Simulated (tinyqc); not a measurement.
Inside a calculation: coherent potential approximation for a binary alloy with a semi-elliptic band. Values are carried at full precision from step to step, so a last printed digit may differ when a step is redone from the rounded ones.

Site levels eA = -x d (share 1 - x) and eB = (1 - x) d (share x), so that their mean, the virtual crystal, is 0. Pure band: G0(z) = 2 (z - sqrt(z - W) sqrt(z + W))/W^2 with principal roots, density -Im G/pi per site. The medium has a self-energy S(z), G = G0(z - S), z = E + i eta. t_i = (e_i - S)/(1 - (e_i - S) G); the CPA demands <t> = (1 - x) tA + x tB = 0. Iteration: start at S = 0, set S(new) = S + <t>/(1 + <t> G), stop when |<t>| < 1e-9 eV.

Constants: hbar = 6.58211957e-16 eV s.

Inputs chosen for the exercise: W = 1.7 eV (half width of the pure band); x = 0.07 (fraction of B); d = 1.49 eV (eB - eA); eta = 0.034 eV (broadening); E = 0.27 eV (energy).

## First step: the average t-matrix

With S = 0 form G, tA, tB, <t> and the new S.

eA, eB (eV): [-0.1043, 1.3857]

G = 0.18307-1.13825i 1/eV

tA, tB (eV): [-0.1010-0.0118i, 0.3397-0.7178i]

<t> = -0.0701-0.0612i eV
S after one step = -0.0810-0.0606i eV

## The self-consistent medium

Iterate.

Iterations:
```
i             S (eV)          G (1/eV)  |<t>| (eV)
0            0.00000  0.18307-1.13825i      0.0931
1  -0.08097-0.06063i  0.22909-1.08758i     0.00350
2  -0.08269-0.05759i  0.23065-1.08931i    0.000118
3  -0.08258-0.05755i  0.23059-1.08935i    4.00e-06
4  -0.08257-0.05755i  0.23059-1.08935i    1.35e-07
5  -0.08258-0.05755i  0.23059-1.08935i    4.58e-09
6  -0.08258-0.05755i  0.23059-1.08935i    1.55e-10
```

S = -0.08258-0.05755i eV
G = 0.23059-1.08935i 1/eV

Converged at i = 6. The first step gave -0.0810-0.0606i eV.

## Densities on A and B, and the lifetime

G_i = G/(1 - (e_i - S) G); densities -Im G_i/pi; their weighted sum must be -Im G/pi. Lifetime hbar/(2 |Im S|), which has a meaning only while |Im S| is small against W. Weak-scattering value of S: x (1 - x) d^2 G.

densities (1/eV): on A 0.3644, on B 0.1127, weighted sum 0.3468, medium 0.3468

lifetime = 5.72 fs
weak-scattering S = 0.0333-0.1574i eV

An A site carries the larger density here, by a factor 3.23; the weak-scattering value is 152 % from S.

## Checks

- Weighted sum of the partial densities against the density of the medium: both 0.34675.

tinyqc: `OMP_NUM_THREADS=1 python tinyqc.py 1481044 1481045 out.jsonl`; about 0.01 s, one thread, shared Intel(R) Xeon(R) Processor @ 2.30GHz.
